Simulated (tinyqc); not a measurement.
# Bulk resistivity and mean free path from two films

Inverse problem. In the thick-film limit single-crystal films obey rho = rho0 (1 + 3 (1 - ps) lam/(8 d)). Find rho0, lam and the product rho0 lam.

Inputs (values chosen for the exercise):
```
symbol  value  unit                               meaning
ps          0        specular share of surface scattering
```

rho at d = 76 and 220 nm (uohm cm): 2.0099211  1.7939727

Answer. rho is a straight line in 1/d: the intercept is rho0 and the slope (3/8)(1 - ps) rho0 lam. Without ps only the product (1 - ps) lam could be found.

rho0 = 1.68 uohm cm
lam = 39.8 nm
rho0 lam = 66.9 uohm cm nm

Program tinyqc, `OMP_NUM_THREADS=1 python tinyqc.py 2100173 2100174 out.jsonl`; Intel Xeon 2.30GHz, shared host, one thread, about 0.01 s.
